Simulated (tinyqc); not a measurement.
# MOS capacitor on a p-type substrate, surface potential from the exact charge relation: several studies

Uniform p-type substrate, Boltzmann statistics, full ionisation, classical densities. psi is the surface potential against the body (positive when the bands bend down) and u = psi/Vt. Traps are spread evenly over the gap and neutral at flat band, so their charge is -q Dit psi; the minority quasi-Fermi level is shifted by Vb.

Parameters, values chosen for the exercise; band and dielectric values those of a made-up semiconductor:
```
symbol,value,unit,meaning
T,293,K,temperature
Eg,4.32,eV,band gap
eps_r,8.81,,relative permittivity
Nc,2.15e18,cm^-3,conduction-band density of states at T
Nv,5.76e19,cm^-3,valence-band density of states at T
chi,3.49,eV,electron affinity
N,8.3e15,cm^-3,acceptor density of the substrate
eox,3.9,,relative permittivity of the gate insulator (close to silicon dioxide)
tox,2.2,nm,insulator thickness
phiM,4.64,eV,gate work function
Nf,4.7e11,cm^-2,"fixed charge at the interface, in units of q"
Dit,0,cm^-2 eV^-1,density of interface traps
Vb,0.3,V,reverse bias of the inversion layer against the body
```

Constants: q = 1.602176634e-19 C, kB = 1.380649e-23 J/K, Vt = kB T/q, eps0 = 8.8541878128e-14 F/cm where lengths are in cm. Results are converted to the units shown.

Each table varies one quantity; the others keep the values above.

## Capacitance-voltage curves

ni = sqrt(Nc Nv) exp(-Eg/(2 Vt)), Eg in volts; phiF = Vt ln(N/ni); Cox = eps0 eox/tox; Vfb = phiM - chi - (Eg - Vt ln(Nv/N)) - q Nf/Cox; Q0 = sqrt(2 eps0 eps_r q N Vt); r = (ni/N)^2 exp(-Vb/Vt); VT = Vfb + [(2 phiF + Vb)(1 + q Dit/Cox) + sqrt(2 eps0 eps_r q N (2 phiF + Vb))/Cox]. u = psi/Vt; F^2 = exp(-u) + u - 1 + r (exp(u) - u - 1); Qs = -sign(u) Q0 F; Cs = -dQs/dpsi = (Q0/Vt) |1 - exp(-u) + r (exp(u) - 1)|/(2 F). psi solves Vg = Vfb + psi + (q Dit psi - Qs)/Cox. Low frequency: 1/C_LF = 1/Cox + 1/(Cs + q Dit). High frequency, in the simple estimate in which traps and minority carriers do not follow: 1/C_HF = 1/Cox + 1/Cd, Cd being Cs with r = 0 at the same psi. Deep depletion: r = 0 and Dit = 0 both in the equation for psi and in Cs. Minority sheet density N_inv = (Q0/(2 q)) int_0^u r (exp(t) - 1)/F(t) dt for u > 0. N_inv under 1 cm^-2 is printed as 0. Regimes: accumulation when majority carriers gather, then depletion up to |psi| = phiF + Vb, weak inversion up to 2 phiF + Vb, strong inversion beyond.

Results:
```
Vg (V)   psi (V)  C_LF/Cox  C_HF/Cox  C_deep/Cox  N_inv (cm^-2)            regime
-3.86    -0.2474    0.9245    0.9245      0.9245              0      accumulation
-3.06   -0.05453    0.2298    0.2298      0.2298              0      accumulation
-2.26     0.7106   0.01722   0.01722     0.01722              0         depletion
-1.46      1.499   0.01181   0.01181     0.01181              0         depletion
-0.66      2.291  0.009547  0.009547    0.009547              0    weak inversion
0.13       3.074  0.008241  0.008241    0.008241              0    weak inversion
0.93       3.868  0.007348  0.007348    0.007348          380.1    weak inversion
2.53       4.528    0.9516  0.006791    0.006187       9.170e12  strong inversion
```

Estimate the missing row, Vg = 1.73 V.

Computed row:
```
Vg (V)  psi (V)  C_LF/Cox  C_HF/Cox  C_deep/Cox  N_inv (cm^-2)            regime
1.73      4.460    0.8325  0.006843    0.006693       2.002e12  strong inversion
```

With this row back in the table: C_LF/Cox is lowest, 0.00735, at Vg = 0.93 V (weak inversion) among the rows listed and is 0.952 in the last row, where C_HF/Cox is 0.00679 and the deep-depletion value 0.00619. Vfb = -2.99 V, where C_HF/Cox = 0.114 (Cox in series with eps0 eps_r/LD), and VT = 1.32 V. Over the last two rows psi moves by only 0.085 V a volt of gate bias, since the inversion charge screens the body. In strong accumulation and inversion degeneracy and confinement, left out here, lower the capacitance.

## Effect of the reverse bias of the inversion layer against the body on threshold and swing

ni = sqrt(Nc Nv) exp(-Eg/(2 Vt)), Eg in volts; phiF = Vt ln(N/ni); Cox = eps0 eox/tox; Vfb = phiM - chi - (Eg - Vt ln(Nv/N)) - q Nf/Cox; VT = Vfb + [(2 phiF + Vb)(1 + q Dit/Cox) + sqrt(2 eps0 eps_r q N (2 phiF + Vb))/Cox]. gamma = sqrt(2 eps0 eps_r q N)/Cox; Wm = sqrt(2 eps0 eps_r (2 phiF + Vb)/(q N)); m = 1 + (eps0 eps_r/Wm + q Dit)/Cox; swing m Vt ln 10; Cmin/Cox = 1/(1 + Cox Wm/(eps0 eps_r)).

In this table Dit = 0 cm^-2 eV^-1.

The same in every row: Vfb (V) = -2.9946; 2 phiF (V) = 3.9564; gamma (V^0.5) = 0.029019.

Effect of the reverse bias of the inversion layer against the body on threshold and swing:
```
Vb (V)  VT (V)  Wm (nm)       m  swing (mV/decade)   Cmin/Cox
0       1.0194   681.29  1.0073             58.562  0.0072418
0.4     1.4223   714.90  1.0070             58.542  0.0069037
0.8     1.8250   747.00  1.0067             58.524  0.0066090
1.2     2.2276   777.78  1.0064             58.509  0.0063491
1.6     2.6301   807.38  1.0062             58.495  0.0061177
2       3.0325   835.94  1.0059             58.483  0.0059100
2.4     3.4349   863.55  1.0058             58.472  0.0057221
2.8     3.8371   890.31  1.0056             58.462  0.0055511
```

What does the comparison show?

As Vb goes from 0 to 2.8, VT rises from 1.02 to 3.84 V, the swing stays near 58.5 mV/decade and Cmin/Cox falls from 0.00724 to 0.00555. Vfb does not move. The slope |dVT/dVb| between the first two rows is 1.01, close to m (VT is counted against the body; against the source it is m - 1).

## Effect of the insulator thickness on threshold and swing

Same model as above.

The same in every row: 2 phiF (V) = 3.956; Wm (nm) = 706.6.

Effect of the insulator thickness on threshold and swing:
```
tox (nm)  Vfb (V)  gamma (V^0.5)  VT (V)      m  swing (mV/decade)  Cmin/Cox
0.55       -2.959       0.007255   1.313  1.002              58.24  0.001755
0.82       -2.965        0.01082   1.314  1.003              58.29  0.002614
1.2        -2.973        0.01583   1.316  1.004              58.36  0.003821
1.8        -2.986        0.02374   1.319  1.006              58.47  0.005721
2.7        -3.006        0.03561   1.324  1.009              58.64  0.008557
4          -3.034        0.05276   1.331  1.013              58.88   0.01263
5.9        -3.075        0.07782   1.342  1.019              59.23   0.01851
8.8        -3.139         0.1161   1.357  1.028              59.77   0.02736
```

As tox goes from 0.55 to 8.8, VT rises from 1.31 to 1.36 V, the swing rises from 58.2 to 59.8 mV/decade and Cmin/Cox rises from 0.00176 to 0.0274. Of the change of VT by 0.0446 V, -0.180 V comes from Vfb and 0.225 V from the band bending and the charge it takes. m - 1 goes as tox^(1.00), that is as 1/Cox.

Computed by the program tinyqc: `OMP_NUM_THREADS=1 python tinyqc.py 2060081 2060082 out.jsonl`, one thread of a shared Intel Xeon 2.30GHz, about 0.01 s for the whole run.
